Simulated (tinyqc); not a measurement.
Carrier lifetime from Shockley-Read-Hall, radiative, Auger and surface recombination: one step, computed by the program tinyqc. Command: `OMP_NUM_THREADS=1 python tinyqc.py 3010197 3010198 out.jsonl lifetime walk`. One thread of a shared host (Intel(R) Xeon(R) Processor @ 2.30GHz), about 0.02 s of CPU time with the checks.

Energies are counted from the top of the valence band. Boltzmann statistics, full ionisation, and equal excess densities of electrons and holes.

Question. Capture times and SRH densities. v = sqrt(3 k_B T/m) with m_e or m_h; tau_n0 = 1/(sigma_n v_n N_t), tau_p0 = 1/(sigma_p v_p N_t); n1 = N_c exp(-(E_g - E_t)/k_B T), p1 = N_v exp(-E_t/k_B T).

Inputs (values chosen for the exercise, with bands modelled on CdS):

| quantity | value | unit |
|---|---|---|
| gap E_g | 2.47 | eV |
| electron mass m_e | 0.206 | m_0 |
| hole mass m_h | 0.822 | m_0 |
| temperature T | 250 | K |
| doping N | 1.8e+15 | cm^-3 |
| trap level E_t | 0.362 | eV |
| trap density N_t | 2.8e+14 | cm^-3 |
| electron cross-section sigma_n | 1.5e-14 | cm^2 |
| hole cross-section sigma_p | 3.4e-15 | cm^2 |

Doping: n-type. Surface term: two equal surfaces.

N_c = 1.784847e+18 cm^-3

N_v = 1.422682e+19 cm^-3

Constants: k_B = 1.380649e-23 J/K; m_0 = 9.1093837015e-31 kg; k_B = 8.617333262e-05 eV/K.

Give: v_n; v_p; tau_n0; tau_p0; n1; p1.

Answer.

v_n = 2.349e+07 cm/s

v_p = 1.176e+07 cm/s

tau_n0 = 1.014e-08 s

tau_p0 = 8.932e-08 s

n1 = 5.704e-25 cm^-3

p1 = 7.170e+11 cm^-3

Caution: the trap density is not small against the doping, so trapped charge breaks the equality of the excess densities.
